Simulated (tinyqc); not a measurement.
From results back to parameters: sp3s* tight binding. Three cases, with inputs chosen for the exercise.

Problem. Without spin-orbit coupling the s levels at Gamma are the roots of [[Esa, Vss], [Vss, Esc]], the p levels those of [[Epa, Vxx], [Vxx, Epc]], and the doubly degenerate valence level at X is the lower root of [[Epa, Vxy], [Vxy, Epc]]. The atomic differences are given; the levels below come from hidden parameters.

Case 1.

Values chosen (out of a larger set: near a published set for GaAs, fitted to gaps, whose masses and valley positions are rough; not measured data): dEs = 5.637 eV (Esc - Esa); dEp = 2.64 eV (Epc - Epa).

s levels at Gamma (eV): -12.51160  1.54060

p levels at Gamma (eV): 0.01124  4.72076

valence level X5 = -2.91561 eV

Case 2.

Values chosen (out of a larger set: near a published set for GaAs, fitted to gaps, whose masses and valley positions are rough; not measured data): dEs = 5.57 eV (Esc - Esa); dEp = 2.645 eV (Epc - Epa).

s levels at Gamma (eV): -12.46014  1.55614

p levels at Gamma (eV): 0.01151  4.72549

valence level X5 = -2.80731 eV

Case 3.

Values chosen (out of a larger set: near a published set for SiC, fitted to gaps, whose masses and valley positions are rough; not measured data): dEs = 3.625 eV (Esc - Esa); dEp = 2.19 eV (Epc - Epa).

s levels at Gamma (eV): -19.23161  5.95661

p levels at Gamma (eV): 0.00785  6.44015

valence level X5 = -2.80625 eV

Find: Esa, Esc, Epa, Epc; |Vss|, |Vxx|, |Vxy|.

Solution. The mean of a pair of roots is the mean of the two levels, which with the given difference fixes both; half the splitting, squared, less a quarter of the squared difference is V^2. At X the lower root lies sqrt((dEp/2)^2 + Vxy^2) below the mean p level.

Case 1.

Esa, Esc, Epa, Epc (eV): -8.304  -2.667  1.046  3.686

|Vss|, |Vxx|, |Vxy| (eV): 6.436  1.950  5.114

Case 2.

Esa, Esc, Epa, Epc (eV): -8.237  -2.667  1.046  3.691

|Vss|, |Vxx|, |Vxy| (eV): 6.431  1.951  5.004

Case 3.

Esa, Esc, Epa, Epc (eV): -8.450  -4.825  2.129  4.319

|Vss|, |Vxx|, |Vxy| (eV): 12.463  3.024  5.930

Computed by tinyqc, one run a case: `OMP_NUM_THREADS=1 python tinyqc.py N N+1 out.jsonl` with N = 1452073, 1452112, 1452132; one thread of a shared Intel(R) Xeon(R) Processor @ 2.30GHz, about 0.1 s a run at most.
